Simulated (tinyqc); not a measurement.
# Worked calculation: Schottky emission and Poole-Frenkel conduction in an insulator, and how to tell them apart

Numbers from tinyqc (`OMP_NUM_THREADS=1 python tinyqc.py 2370151 2370152 out.jsonl`; about 0.01 s on one thread of a shared Intel Xeon 2.30GHz). Printed values are rounded.

Schottky emission (electrode-limited): J = As T^2 exp[-(pb - b sqrt(F))/Vt], b = sqrt(q/(4 pi eps0 ei)). Poole-Frenkel emission (bulk-limited): J = s0 F exp[-(pt - 2 b sqrt(F))/Vt]. F in V/cm.

Values chosen for this exercise; dielectric values close to those of hafnium oxide:
```
symbol  value          unit                               meaning
T         400             K                           temperature
ei       4.36                high-frequency relative permittivity
es       22.4                        static relative permittivity
pt       1.12            eV                            trap depth
s0       0.11          S/cm               Poole-Frenkel prefactor
pb       1.44            eV                     electrode barrier
As         48  A/(cm^2 K^2)                   Richardson constant
F         2.1         MV/cm                                 field
```

Constants: q = 1.602176634e-19 C, kB = 1.380649e-23 J/K, Vt = kB T/q, eps0 = 8.8541878128e-14 F/cm where lengths are in cm. Results are converted to the units shown.

## Both currents at one field

Lowerings b sqrt(F) and 2 b sqrt(F); the image-force maximum lies at sqrt(q/(16 pi eps0 ei F)) from the electrode.

Schottky lowering = 263.355 meV
position of the barrier top = 0.627037 nm
Poole-Frenkel lowering = 526.711 meV
J, Schottky = 1.14893e-8 A/cm^2
J, Poole-Frenkel = 0.00773567 A/cm^2

Injection and bulk transport act in series, so the smaller capacity limits the current: here the electrode, by a factor of 6.73e5.

## Which mechanism made these data

| point | F (MV/cm) | J (A/cm^2) |
|---|---|---|
| 0 | 1.12 | 6.586e-10 |
| 1 | 1.8 | 2.933e-9 |
| 2 | 2.48 | 1.003e-8 |
| 3 | 3.15 | 2.879e-8 |
| 4 | 3.83 | 7.524e-8 |
| 5 | 4.5 | 1.789e-7 |

The data come from another sample of the same dielectric, in which one mechanism alone limits the current. Fit straight lines by least squares: ln J on sqrt(F) (Schottky plot, slope b/Vt) and ln(J/F) on sqrt(F) (Poole-Frenkel plot, slope 2 b/Vt), F in V/cm, and read a permittivity from each slope. The right mechanism gives a value near ei, and in any case between ei and es.

slope of the Schottky plot = 0.00527226 (cm/V)^0.5
permittivity read as Schottky = 4.36006
slope of the Poole-Frenkel plot = 0.00397409 (cm/V)^0.5
permittivity read as Poole-Frenkel = 30.6953

Both plots are nearly straight, so straightness decides nothing. Read as Schottky the data give 4.36, which matches ei = 4.36; read as Poole-Frenkel they give 30.7, above even the static value 22.4. The data were made by Schottky emission.
